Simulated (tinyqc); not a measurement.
From results back to parameters: Lorentz oscillators and the Kramers-Kronig relations. Three cases, with inputs chosen for the exercise.

Problem. At normal incidence from vacuum the amplitude r = (1 - N)/(1 + N) with N = n + i k is written r = -sqrt(R) exp(i theta). R and the phase theta are given.

Case 1.

R = 0.079227
theta = 0.123715 rad

Case 2.

R = 0.049217
theta = 2.848331 rad

Case 3.

R = 0.016282
theta = 2.840000 rad

Find: n; k; eps1; eps2.

Solution. N = (1 - r)/(1 + r) = (1 + sqrt(R) exp(i theta))/(1 - sqrt(R) exp(i theta)); eps = N^2.

Case 1.

n = 1.769
k = 0.133
eps1 = 3.11
eps2 = 0.47

Case 2.

n = 0.645
k = 0.087
eps1 = 0.41
eps2 = 0.11

Case 3.

n = 0.781
k = 0.060
eps1 = 0.61
eps2 = 0.09

Computed by tinyqc, one run a case: `OMP_NUM_THREADS=1 python tinyqc.py N N+1 out.jsonl` with N = 1650447, 1650449, 1650458; one thread of a shared Intel(R) Xeon(R) Processor @ 2.30GHz, about 0.2 s a run at most.
